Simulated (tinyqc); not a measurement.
Worked calculation: time-dependent dielectric breakdown: cell percolation, Weibull statistics, area scaling and voltage extrapolation. Computed by tinyqc, a small Python program that keeps every step. Command: `OMP_NUM_THREADS=1 python tinyqc.py 3010331 3010332 out.jsonl tddb walk`. One thread of a shared host (Intel(R) Xeon(R) Processor @ 2.30GHz), about 0.01 s of CPU time with the checks. Intermediate numbers are printed to about 6 digits and carried at full precision; extremes and crossings named in words are read from the listed rows.

The oxide is divided into columns of area a^2, each holding m = t_ox/a cells (m is taken as continuous). A share lambda(t) = (t/t_1)^alpha of the cells is defective, and a column whose cells are all defective breaks down.

Inputs (values chosen for the exercise, for a model gate oxide):

| quantity | value | unit |
|---|---|---|
| oxide thickness t_ox | 1.3 | nm |
| defect cell size a | 0.9 | nm |
| exponent alpha of defect growth | 0.65 | - |
| time t_1 at which the occupied share would reach 1 | 2e+13 | s |
| test area A | 4000 | um^2 |
| product area A_u | 600000 | um^2 |
| stress voltage V | 2.11 | V |
| use voltage V_u | 1.2 | V |
| local exponent n = -d ln t/d ln V at the stress voltage | 36 | - |
| activation energy E_a | 0.83 | eV |
| stress temperature T | 105 | C |
| use temperature T_u | 85 | C |
| allowed failure fraction F | 0.001 | - |

Voltage law used: power.

Constants: k_B = 8.617333262e-05 eV/K.

## Weibull parameters from the cell model

Failure fraction F = 1 - (1 - lambda^m)^N with N = A/a^2 columns, which for small lambda^m is 1 - exp(-(t/t63)^beta) with beta = alpha m and t63 = t_1 N^(-1/beta); critical share lambda(t63) = N^(-1/m). 1 um^2 = 1e6 nm^2.

cells per column m = 1.44444

columns N = 4.93827e+09

Weibull slope beta = 0.938889

characteristic life t63 = 947.354 s

critical share of defective cells = 1.94564e-07

Times between F = 10 % and 90 % span a factor 26.7: the smaller beta = alpha m, the wider the scatter. Caution: t_1 is an input here; in a real oxide it changes with thickness at fixed voltage.

## A sample of breakdown times

uniform random numbers u: 0.7131  0.6249  0.2228  0.5665  0.7876  0.9703  0.6344  0.4353  0.5876  0.4739  0.7775  0.2801

Each device fails at t = t63 (-ln(1 - u))^(1/beta). Sort the times; median rank F_i = (i - 0.3)/(n_s + 0.4) for n_s devices; W = ln(-ln(1 - F_i)).

Weibull plot:

| i | t (s) | F_i | ln t | W |
|---|---|---|---|---|
| 1 | 218.30 | 0.056452 | 5.38588 | -2.84546 |
| 2 | 289.59 | 0.137097 | 5.66846 | -1.91425 |
| 3 | 522.01 | 0.217742 | 6.25769 | -1.40417 |
| 4 | 591.17 | 0.298387 | 6.38210 | -1.03740 |
| 5 | 782.67 | 0.379032 | 6.66271 | -0.74134 |
| 6 | 832.53 | 0.459677 | 6.72447 | -0.48518 |
| 7 | 927.75 | 0.540323 | 6.83277 | -0.25202 |
| 8 | 953.63 | 0.620968 | 6.86027 | -0.03032 |
| 9 | 1200.11 | 0.701613 | 7.09017 | 0.19009 |
| 10 | 1461.96 | 0.782258 | 7.28754 | 0.42163 |
| 11 | 1510.15 | 0.862903 | 7.31996 | 0.68666 |
| 12 | 3615.62 | 0.943548 | 8.19302 | 1.05583 |

## Fitting the sample

W = ln(-ln(1 - F_i)) with the median ranks F_i. Least squares in W: W = beta ln t - beta ln t63. Maximum likelihood: solve sum t^b ln t/sum t^b - 1/b = mean of ln t for b, then t63 = (mean of t^b)^(1/b).

slope by least squares = 1.45985

t63 by least squares = 1193.81 s

slope by maximum likelihood = 1.40332

t63 by maximum likelihood = 1191.35 s

The true values are beta = 0.939 and t63 = 947 s. With 12 devices the standard error of the maximum-likelihood slope is about 0.78 beta/sqrt(n_s) = 0.21; the fits miss by +0.52 and +0.46, and t63 by +26 and +26 %.

## Projection to use conditions

All three voltage laws share the slope n at the stress voltage. Factor t(V_u)/t(V): E law exp(n (1 - V_u/V)); 1/E law exp(n (V/V_u - 1)); power law (V/V_u)^n. Temperatures in kelvin are T(C) + 273.15. Temperature factor exp[(E_a/k_B)(1/T_u - 1/T)]; area factor (A/A_u)^(1/beta); percentile factor (-ln(1 - F))^(1/beta); life = t63 x all four; 1 year = 3.15576e7 s.

voltage factor = 6.66260e+08

temperature factor = 4.14685

area factor = 0.00481138

percentile factor = 6.38212e-04

projected life = 0.254686 years

Area and percentile together cost 5.5 decades, voltage and temperature return 9.4; a ten-year target is missed.

## Three voltage laws

Life = t63 x voltage, temperature, area and percentile factors, the last three as above.

Log10 of the life in years:

| V_u/V | V_u (V) | E law | 1/E law | power law |
|---|---|---|---|---|
| 1.00 | 2.1100 | -9.41764 | -9.4176 | -9.41764 |
| 0.95 | 2.0045 | -8.63591 | -8.5948 | -8.61569 |
| 0.90 | 1.8990 | -7.85418 | -7.6805 | -7.77037 |
| 0.80 | 1.6880 | -6.29072 | -5.5090 | -5.92888 |
| 0.70 | 1.4770 | -4.72726 | -2.7171 | -3.84117 |
| 0.60 | 1.2660 | -3.16380 | 1.0054 | -1.43108 |
| 0.50 | 1.0550 | -1.60034 | 6.2170 | 1.41944 |
| 0.40 | 0.8440 | -0.03688 | 14.0343 | 4.90820 |

At V_u/V = 0.9 the laws differ by 0.17 decades at most, and at 0.5 by 7.8. The E law is the most cautious and the 1/E law the most hopeful. Ten years are reached at V_u/V = 0.334 (E), 0.600 (1/E), 0.514 (power). Caution: the rows at low voltage extrapolate over many decades and cannot be tested.

Checks made by the program: Weibull form against the exact column count at t63 (relative difference 5e-10).
